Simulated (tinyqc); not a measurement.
AlGaN/GaN HEMT with access regions, lumped model: two steps of the calculation.

A polarisation-induced electron sheet under a Schottky gate, in series with two ungated access regions and contacts. Drift law v = mu E/(1 + mu E/vs) under the gate. Currents in mA/mm, resistances in ohm mm. No self-heating, no channel-length modulation; fits for polarisation, barrier and offset are chosen for the exercise.

Inputs (values chosen for the exercise); values close to those of AlGaN/GaN structures: aluminium share of the barrier x = 0.23; barrier thickness d = 18 nm; relative permittivity of barrier and channel eps_r = 9.1; channel mobility mu = 1500 cm^2/(V s); saturation velocity vs = 1.2e7 cm/s; gate length Lg = 1.5 um; source access length Ls = 2 um; drain access length Ld = 16 um; resistance of each contact Rc = 0.52 ohm mm; share of the drain-access electrons removed by traps ft = 0; gate voltage Vg = 0 V; drain voltage Vd = 6 V; critical field Ec = 2.5 MV/cm; depth over which the depleted charge spreads te = 0.24 um; insulator under the field plate tf = 200 nm; relative permittivity of that insulator ei = 3.9.

Constants: q = 1.602176634e-19 C, eps0 = 8.8541878128e-14 F/cm where lengths are in cm. Results are converted to the units shown.

Task 1. Drain current. Access resistance R(L, n) = L/(q mu n sqrt(1 - (I/(q n vs))^2)); Rs = Rc + R(Ls, n0), Rd = Rc + R(Ld, (1 - ft) n0). Vg' = Vg - I Rs, Vd' = Vd - I (Rs + Rd); with u = Vg' - VT, Vc = vs Lg/mu and w the smaller of Vd' and Vc [sqrt(1 + 2 u/Vc) - 1] (0 if negative), the channel gives (mu Cb/Lg)(u w - w^2/2)/(1 + w/Vc). I(new) = I + 0.5 (channel current - I).

I at the start = 450 mA/mm
VT = -3.5924328 V
Cb = 0.44762838 uF/cm^2
n0 = 1.0036814e13 cm^-2

Give: Rs; Rd; Vg'; Vd'; channel current; I after iteration 1.

Result 1.

Rs = 1.373 ohm mm
Rd = 7.341 ohm mm
Vg' = -0.6177 V
Vd' = 2.079 V
channel current = 669.1 mA/mm
I after iteration 1 = 559.6 mA/mm

Task 2. On-resistance and breakdown. sigma = (5e13 x + 1.6e13 x^2) cm^-2, phiB = 0.84 + 1.3 x, dEc = 0.7 (1.71 x + x^2) in volts, Cb = eps0 eps_r/d, VT = phiB - dEc - q sigma/Cb, access density n0 = -Cb VT/q. Ron = 2 Rc + Ls/(q mu n0) + Ld/(q mu (1 - ft) n0) + Lg/(mu Cb (Vg - VT)). Off state: a depleted stretch that holds the voltage V has the peak field sqrt(k V), k = 2 q n0/(eps0 eps_r te), so one edge holds V1 = Ec^2/k. The sheet under the plate pinches off at Vf = q n0 (1/Cb + tf/(eps0 ei)); beyond it the gate edge is screened. BV = V1 if Vf >= V1, else Vf + V1, and at most Ec Ld. Specific resistance Ron (Ls + Lg + Ld); figure of merit BV^2 over it.

Find: Ron; Vf; V1; BV; specific resistance; figure of merit.

Result 2.

Ron = 9.124 ohm mm
Vf = 96.73 V
V1 = 37.58 V
BV = 37.58 V
specific resistance = 1.779 mohm cm^2
figure of merit = 0.7937 MW/cm^2

The plate pinches off too late to screen the gate edge, so it adds nothing.

Program tinyqc, `OMP_NUM_THREADS=1 python tinyqc.py 2570076 2570077 out.jsonl`; Intel Xeon 2.30GHz, shared host, one thread, about 0.03 s.
